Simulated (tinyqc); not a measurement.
# Changing the eps_inf

Model: single-oscillator infrared dielectric function of a polar cubic crystal. Computed by tinyqc, a small Python program. Command: `OMP_NUM_THREADS=1 python tinyqc.py 3002856 3002857 out.jsonl infrared sweep`. One thread of a shared host (Intel(R) Xeon(R) Processor @ 2.30GHz), about 0.01 s of CPU time with the checks.

One ion pair, charges +Z* and -Z*, in a cell of volume Omega = a^3/4. Frequencies omega are given as wavenumbers (1/cm); eps_s is the static dielectric constant.

Inputs (values chosen for the exercise, for a model crystal):
```
quantity            value      unit
lattice constant a   4.91  angstrom
mass M_A              107         u
mass M_B             91.4         u
omega_TO              368      1/cm
Born charge Z*       1.46         e
```

Structure: zinc blende. Free carriers: present.

Constants: nu for 1 eV/(angstrom^2 u) = 15.6333042 THz; 1 THz = 33.35640952 1/cm; e^2/(4 pi eps_0) = 14.39964548 eV angstrom.

Method. mu = M_A M_B/(M_A + M_B); ionic plasma term W^2 = 4 pi Z*^2 (e^2/(4 pi eps_0))/(Omega mu) in eV/(angstrom^2 u), turned into 1/cm by W = 15.6333042 x 33.35640952 x sqrt(W^2); omega_LO^2 = omega_TO^2 + W^2/eps_inf; eps_s = eps_inf + W^2/omega_TO^2; Szigeti charge 3 Z*/(eps_inf + 2); longitudinal (Callen) charge Z*/eps_inf.

One run for each value:
```
eps_inf  omega_LO (1/cm)   eps_s  Szigeti charge (e)  Callen charge (e)
1.8               418.77   2.331              1.1526            0.81111
2.7               402.56   3.231              0.9319            0.54074
4.0               391.66   4.531              0.7300            0.36500
6.0               383.94   6.531              0.5475            0.24333
9.0               378.70   9.531              0.3982            0.16222
13.0              375.44  13.531              0.2920            0.11231
20.0              372.85  20.531              0.1991            0.07300
30.0              371.24  30.531              0.1369            0.04867
```

Over the rows, omega_LO (1/cm) falls from 419 to 371 (exponent d ln y / d ln x -0.097 between the first rows and -0.011 between the last); eps_s rises from 2.33 to 30.5 (exponent d ln y / d ln x 0.81 between the first rows and 0.98 between the last); Szigeti charge (e) falls from 1.15 to 0.137 (exponent d ln y / d ln x -0.52 between the first rows and -0.92 between the last). Electronic screening divides omega_LO^2 - omega_TO^2 by eps_inf, while the ionic part of eps_s does not depend on it.
